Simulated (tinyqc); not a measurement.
# Surface Green function of a two-leg ladder, Sancho-Rubio decimation, step by step

Program tinyqc, `OMP_NUM_THREADS=1 python tinyqc.py 2680004 2680005 out.jsonl`; Intel Xeon 2.30GHz, shared host, one thread, about 0.06 s. Printed values are rounded.

A semi-infinite lead of cells 0, 1, 2, ... with H0 inside a cell and H1 = <cell i|H|cell i + 1>. One rung (site 1 on leg a, site 2 on leg b) is a cell; all hoppings enter with a minus sign. z = E + i eta.

Values chosen for this exercise:
- ta = 1 eV (hopping along leg a)
- tb = 1.2 eV (hopping along leg b)
- tp = 0.59 eV (rung hopping)
- td = 0.27 eV (diagonal hopping from a to the next b)
- eb = -0.38 eV (site energy on leg b (0 on leg a))
- E = 1.49 eV (energy)
- eta = 0.01 eV (broadening)

## The blocks

Read off from the list of hoppings.

H0 (eV):

|  | 1 | 2 |
|---|---|---|
| 1 | 0 | -0.59 |
| 2 | -0.59 | -0.38 |

H1 (eV):

|  | 1 | 2 |
|---|---|---|
| 1 | -1 | -0.27 |
| 2 | 0 | -1.2 |

## Round 1: decimation

Start with e_s = e = H0, a = H1, b = H1^dagger. Each round: g = (z - e)^(-1); e_s <- e_s + a g b; e <- e + a g b + b g a; a <- a g a; b <- b g b (all with the old a, b). Round k joins cells 2^k apart.

g (1/eV):

|  | 1 | 2 |
|---|---|---|
| 1 | 0.766902-0.006467i | -0.241946+0.003334i |
| 2 | -0.241946+0.003334i | 0.611072-0.004320i |

e_s after round 1 (eV):

|  | 1 | 2 |
|---|---|---|
| 1 | 0.680798-0.004982i | -0.682348+0.002602i |
| 2 | -0.682348+0.002602i | 0.499944-0.006220i |

e after round 1 (eV):

|  | 1 | 2 |
|---|---|---|
| 1 | 1.44770-0.01145i | -0.76562+0.00486i |
| 2 | -0.76562+0.00486i | 1.27901-0.01075i |

a after round 1 (eV):

|  | 1 | 2 |
|---|---|---|
| 1 | 0.701576-0.005567i | 0.097078+0.001098i |
| 2 | -0.290335+0.004001i | 0.801553-0.005140i |

b after round 1 (eV):

|  | 1 | 2 |
|---|---|---|
| 1 | 0.701576-0.005567i | -0.290335+0.004001i |
| 2 | 0.097078+0.001098i | 0.801553-0.005140i |

## Round 2: decimation

As before.

g (1/eV):

|  | 1 | 2 |
|---|---|---|
| 1 | -0.36426-0.04402i | 1.32489+0.02104i |
| 2 | 1.32489+0.02104i | -0.07237-0.03874i |

e_s after round 2 (eV):

|  | 1 | 2 |
|---|---|---|
| 1 | 0.680977-0.020706i | 0.094255+0.007555i |
| 2 | 0.094255+0.007555i | -0.194466-0.030716i |

e after round 2 (eV):

|  | 1 | 2 |
|---|---|---|
| 1 | 0.722199-0.045940i | 0.711040+0.016043i |
| 2 | 0.711040+0.016043i | 0.740557-0.055745i |

a after round 2 (eV):

|  | 1 | 2 |
|---|---|---|
| 1 | -0.357276-0.014420i | 0.727248-0.004502i |
| 2 | 0.948298+0.015866i | -0.241845-0.019603i |

b after round 2 (eV):

|  | 1 | 2 |
|---|---|---|
| 1 | -0.357276-0.014420i | 0.948298+0.015866i |
| 2 | 0.727248-0.004502i | -0.241845-0.019603i |

## Round 3: decimation

As before.

g (1/eV):

|  | 1 | 2 |
|---|---|---|
| 1 | 5.87329-5.16330i | 5.22394-5.23127i |
| 2 | 5.22394-5.23127i | 5.93132-5.37171i |

e_s after round 3 (eV):

|  | 1 | 2 |
|---|---|---|
| 1 | 1.77616-0.87158i | 1.03723-1.45659i |
| 2 | 1.03723-1.45659i | 3.00915-2.58984i |

e after round 3 (eV):

|  | 1 | 2 |
|---|---|---|
| 1 | 4.37329-2.80481i | 2.74868-3.02693i |
| 2 | 2.74868-3.02693i | 5.43586-3.93641i |

a after round 3 (eV):

|  | 1 | 2 |
|---|---|---|
| 1 | 1.65768-1.27602i | 0.54657-1.03967i |
| 2 | 1.79126-2.20971i | 2.18213-1.84170i |

b after round 3 (eV):

|  | 1 | 2 |
|---|---|---|
| 1 | 1.65768-1.27602i | 1.79126-2.20971i |
| 2 | 0.54657-1.03967i | 2.18213-1.84170i |

## Course of the decimation

Stop when the largest entry of a and b is below 1e-12 eV, or after 60 rounds. The last column is -Im Tr (z - e_s)^(-1)/pi. At the end g_s = (z - e_s)^(-1), and the bulk Green function is (z - e)^(-1).

Course of the iteration:

| round | largest \|a\|, \|b\| (eV) | surface density of states (1/eV) |
|---|---|---|
| 1 | 0.802 | 0.129727 |
| 2 | 0.948 | 0.0192270 |
| 3 | 2.86 | 0.233882 |
| 4 | 1.79 | 0.238876 |
| 5 | 1.07 | 0.222567 |
| 6 | 0.728 | 0.473012 |
| 7 | 0.509 | 0.313874 |
| 8 | 0.169 | 0.363101 |
| 9 | 0.0337 | 0.379468 |
| 10 | 1.20e-3 | 0.379324 |
| 11 | 1.73e-6 | 0.379324 |
| 12 | 3.70e-12 | 0.379324 |
| 13 | < 1e-13 | 0.379324 |

Converged in 13 rounds, which stand for 2^13 cells. E lies inside a band (2 open mode(s)), where only eta damps the waves, over about v/eta cells with v the group velocity in eV a cell.

## Self-energy, Dyson check and densities of states

converged surface Green function g_s (1/eV):

|  | 1 | 2 |
|---|---|---|
| 1 | 0.703110-0.715787i | 0.085319+0.259058i |
| 2 | 0.085319+0.259058i | 0.599217-0.475895i |

converged bulk Green function (1/eV):

|  | 1 | 2 |
|---|---|---|
| 1 | 0.013721-0.860479i | 0.010679-0.195444i |
| 2 | 0.010679-0.195444i | 0.012507-0.769722i |

Sigma = H1 g_s H1^dagger is what the lead adds to one more cell, and (z - H0 - Sigma)^(-1) must give g_s back. Densities of states: -Im of the diagonals over pi.

Sigma (eV):

|  | 1 | 2 |
|---|---|---|
| 1 | 0.792865-0.610589i | 0.296529+0.156680i |
| 2 | 0.296529+0.156680i | 0.862872-0.685289i |

(z - H0 - Sigma)^(-1) (1/eV):

|  | 1 | 2 |
|---|---|---|
| 1 | 0.703110-0.715787i | 0.085319+0.259058i |
| 2 | 0.085319+0.259058i | 0.599217-0.475895i |

| orbital | surface density of states (1/eV) | bulk density of states (1/eV) |
|---|---|---|
| 1 | 0.227842 | 0.273899 |
| 2 | 0.151482 | 0.245010 |

The surface cell holds 0.379 states per eV against 0.519 for a bulk cell.
